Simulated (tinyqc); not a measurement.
Biaxially strained (001) channel, valley splitting in an inversion layer: one step of the calculation.

A thin layer grown on a relaxed buffer is stretched in the plane. The two valleys with their long axis along the growth direction (D2) sink against the four in-plane ones (D4); confinement in a triangular well splits them too. Only the lowest subband of each set is kept; one relaxation time, so the weakening of intervalley scattering is left out.

Problem. Share of the light valleys and conductivity mass. EF solves Ns = N2 ln(1 + exp((EF - E2)/Vt)) + N4 ln(1 + exp((EF - E4)/Vt)); f2 is the share in D2, and 1/mc = f2/mt + (1 - f2)(1/mt + 1/ml)/2.

Values chosen for this exercise; values close to those of silicon on relaxed silicon-germanium:
```
symbol   value   unit            meaning
T          293      K        temperature
ml       0.895     m0  longitudinal mass
mt       0.186     m0    transverse mass
Ns      4.1e12  cm^-2  inversion density
```

Constants: q = 1.602176634e-19 C, kB = 1.380649e-23 J/K, Vt = kB T/q. Results are converted to the units shown.

EF = 0.12023151 eV
E2 = 0.10481018 eV
N2 = 3.9235631e12 cm^-2

Find: f2; mc.

Solution.

f2 = 0.99951
mc = 0.18604 m0

Computed by the program tinyqc: `OMP_NUM_THREADS=1 python tinyqc.py 2530023 2530024 out.jsonl`, one thread of a shared Intel Xeon 2.30GHz, about 0.01 s for the whole run.
